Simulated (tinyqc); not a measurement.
Cooling rate: nucleation and growth of vacancy voids in a cooling silicon-like crystal. Computed by tinyqc, a small Python program. Command: `OMP_NUM_THREADS=1 python tinyqc.py 3008519 3008520 out.jsonl voids walk`. One thread of a shared host (Intel(R) Xeon(R) Processor @ 2.30GHz), about 0.3 s of CPU time with the checks.

Spherical voids; vacancies are lost only to voids.

Inputs (values chosen for the exercise, close to those used for silicon):
```
quantity                                    value    unit
vacancy density at the melting point C_m    7e+14  1/cm^3
formation energy E_f                         3.89      eV
melting point T_m                            1685       K
diffusion prefactor D0                     0.0019  cm^2/s
migration energy E_m                         0.38      eV
site density rho                            5e+22  1/cm^3
void surface energy gamma                    0.98   J/m^2
cooling rate q                                8.5   K/min
ratio (V/G)/xi_c                             2.08       -
limit of the excess at high V/G           2.3e+14  1/cm^3
temperature step                             0.25       K
```

Vacancy supply: from V/G.

Constants: k_B = 8.617333262e-05 eV/K; k_B = 1.380649e-23 J/K.

Method:
- C = C_x (u - 1)/(u + 0.2) with u = (V/G)/xi_c, a form chosen for the exercise.
- C_e = C_m exp[-(E_f/k_B)(1/T - 1/T_m)]; D = D0 exp(-E_m/(k_B T)); f = k_B T ln(C/C_e); r* = 2 gamma/(rho f); W* = 16 pi gamma^3/(3 rho^2 f^2); Z = f/sqrt(12 pi W* k_B T); I = rho Z (4 pi r* D C) exp(-W*/(k_B T)).
- March down from 1500 K in steps dT, dt = dT/q, with values at the upper end of each step: a class of I dt voids is born with r*; then all classes grow by r^2 += 2 D (C - C_e) dt/rho; C falls by the vacancies added to voids. Stop at 1150 K. T_n is the T of the largest I, N the final count (classes under 1e-6 /cm^3 are dropped), and the mean radius the number average.

initial excess C = 1.08947e+14 1/cm^3

At fixed C:
```
q (K/min)  T_n (K)  N (1/cm^3)  mean radius (nm)
0.85       1374.00  7.1990e+04            191.89
2.10       1369.25  2.7456e+05            122.74
4.20       1365.50  7.6586e+05             87.15
8.50       1361.50  2.1739e+06             61.51
17.00      1357.25  6.0628e+06             43.67
34.00      1352.75  1.6906e+07             31.00
85.00      1346.50  6.5557e+07             19.71
```

What does the comparison show, and why?

Over the rows N goes as q^1.48 and the radius as q^-0.49, near the 3/2 and -1/2 of the scaling argument (depletion time 1/(4 pi N r D) equal to the time in the nucleation range, at fixed N r^3). T_n drops only 28 K for a factor 100 in q. Fast cooling gives many small voids, which an anneal can dissolve.

Extremes, crossings and ranges named in words are read from the listed rows.
